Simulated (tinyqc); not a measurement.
MOS inversion layer, Poisson-Schroedinger loop: two steps of the calculation.

Electrons confined at an insulator interface at z = 0, treated as a hard wall; parabolic valleys, Hartree approximation, no image or exchange terms. The depletion charge lies far deeper than the electrons and gives a uniform field q Nd/(eps0 eps_r); the gate balances all charge. Energies are counted from the band edge at the interface.

Parameters, values chosen for the exercise; masses and permittivity close to those of gallium nitride:

| symbol | value | unit | meaning |
|---|---|---|---|
| T | 300 | K | temperature |
| eps_r | 9.47 |  | relative permittivity |
| mz1 | 0.203 | m0 | mass along z of valley set A (1 valley(s)) |
| md1 | 0.198 | m0 | in-plane density-of-states mass of set A |
| Ns | 1.2e13 | cm^-2 | sheet density of electrons |
| Nd | 2e12 | cm^-2 | sheet density of depletion charge |

Constants: q = 1.602176634e-19 C, kB = 1.380649e-23 J/K, hbar = 1.054571817e-34 J s, m0 = 9.1093837015e-31 kg, Vt = kB T/q, eps0 = 8.8541878128e-14 F/cm where lengths are in cm, hbar^2/(2 m0) = 0.0380998212 eV nm^2. Results are converted to the units shown.

Problem 1. Fermi level and occupations. Level k holds N_k = D_k Vt ln(1 + exp((EF - E_k)/Vt)) with D = md1 m0 q/(pi hbar^2) per eV (spin included); EF is fixed by sum N_k = Ns.

levels (eV): A1 0.15114314, A2 0.26364923

Find: EF; N_k.

Solution 1.

EF = 0.2730 eV
N_k (cm^-2): A1 1.010e13, A2 1.903e12

Problem 2. Closed-form estimates. Triangular well: E_k = a_k (C F^2/mz)^(1/3), a_1 = 2.338107, a_2 = 4.087949, C = hbar^2/(2 m0), F in eV/nm. Fang-Howard (all electrons in the lowest level of set A): b^3 = 6 (mz1/C) q (Nd + 11 Ns/32)/(eps0 eps_r), centroid 3/b, level C b^2/(4 mz1) + (3/b) q (Nd + 11 Ns/16)/(eps0 eps_r). Use F = q (Nd + Ns)/(eps0 eps_r), the surface field, and F = q (Nd + Ns/2)/(eps0 eps_r).

Give: A1 with the surface field; A1 with Nd + Ns/2; A2 with Nd + Ns/2; b; Fang-Howard centroid; Fang-Howard level.

Solution 2.

A1 with the surface field = 0.55578 eV
A1 with Nd + Ns/2 = 0.38271 eV
A2 with Nd + Ns/2 = 0.66914 eV
b = 1.5524 1/nm
Fang-Howard centroid = 1.9324 nm
Fang-Howard level = 0.49156 eV

Computed by the program tinyqc: `OMP_NUM_THREADS=1 python tinyqc.py 2160079 2160080 out.jsonl`, one thread of a shared Intel Xeon 2.30GHz, about 0.5 s for the whole run.
